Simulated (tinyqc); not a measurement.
## Schottky barrier on an n-type semiconductor with a doping step, non-linear Poisson equation by Newton steps: Capacitance-voltage profiling

One dimension, metal at x = 0, donor density C(x) = N1 for x < x1 and Nd beyond. Energies are counted from the electron Fermi level of the semiconductor and the conduction-band edge is Ec = -psi, so n = Nc exp(psi/Vt); holes follow the Fermi level of the metal, at -V, so p = Nv exp((V - psi - Eg)/Vt). Ends: psi(0) = V - phiB and psi = Vt ln(Nd/Nc) deep inside. Boltzmann statistics, full ionisation, no current, no image force in the Poisson equation.

The Poisson equation d/dx(eps0 eps_r dpsi/dx) = -q (p - n + C) is solved on a mesh of about 1000 nodes or more that ends in neutral material. C_s = q d/dV of the integral of n over x, from the linearised equation. Probed depth w = eps0 eps_r/C_s; apparent doping N_app = C_s^3/(q eps0 eps_r dC_s/dV), the derivative by central differences over +/- 0.02 V.

Inputs (values chosen for the exercise); band and dielectric values close to those of cadmium telluride: temperature T = 400 K; band gap Eg = 1.52 eV; relative permittivity eps_r = 10.3; conduction-band density of states at T Nc = 1.23e18 cm^-3; valence-band density of states at T Nv = 2.73e19 cm^-3; donor density deep in the semiconductor Nd = 1.1e17 cm^-3; barrier height phiB = 0.89 eV; depth of the doping step x1 = 85 nm; donor density above the step N1 = 5.5e15 cm^-3.

Constants: q = 1.602176634e-19 C, kB = 1.380649e-23 J/K, Vt = kB T/q, eps0 = 8.8541878128e-14 F/cm where lengths are in cm. Results are converted to the units shown.

The same in every row: true C(w) (cm^-3) = 1.10e17.

Result of one run:
```
V (V)  C_s (nF/cm^2)  w (nm)  N_app (cm^-3)  |E_0| (kV/cm)
-4.38           37.2     245        1.10e17            318
```

What becomes of these results when the bias of the metal against the semiconductor V is changed from -4.38 to -1.88 V, all else the same?

Result of the changed run:
```
V (V)  C_s (nF/cm^2)  w (nm)  N_app (cm^-3)  |E_0| (kV/cm)
-1.88           49.2     185        1.10e17            202
```

The whole series:
```
V (V)  C_s (nF/cm^2)  w (nm)  N_app (cm^-3)  |E_0| (kV/cm)
0               74.9     122        1.09e17           79.5
-0.62           62.5     146        1.10e17            126
-1.25           54.7     167        1.10e17            166
-1.88           49.2     185        1.10e17            202
-2.5            45.2     202        1.10e17            234
-3.12           42.0     217        1.10e17            264
-3.75           39.4     232        1.10e17            292
-4.38           37.2     245        1.10e17            318
-5              35.3     258        1.10e17            343
```

C_s falls from 74.9 to 35.3 nF/cm^2 while the probed depth goes from 122 to 258 nm. The apparent doping rises from 1.09e17 to 1.10e17 cm^-3. It departs most from the true doping at that depth for V = 0 V, where it is 1.1 % below it; so the doping is read well over the depths probed. The step lies inside the layer that is depleted at zero bias and is not seen.

Numbers from tinyqc (`OMP_NUM_THREADS=1 python tinyqc.py 2020023 2020024 out.jsonl`; about 0.08 s on one thread of a shared Intel Xeon 2.30GHz).
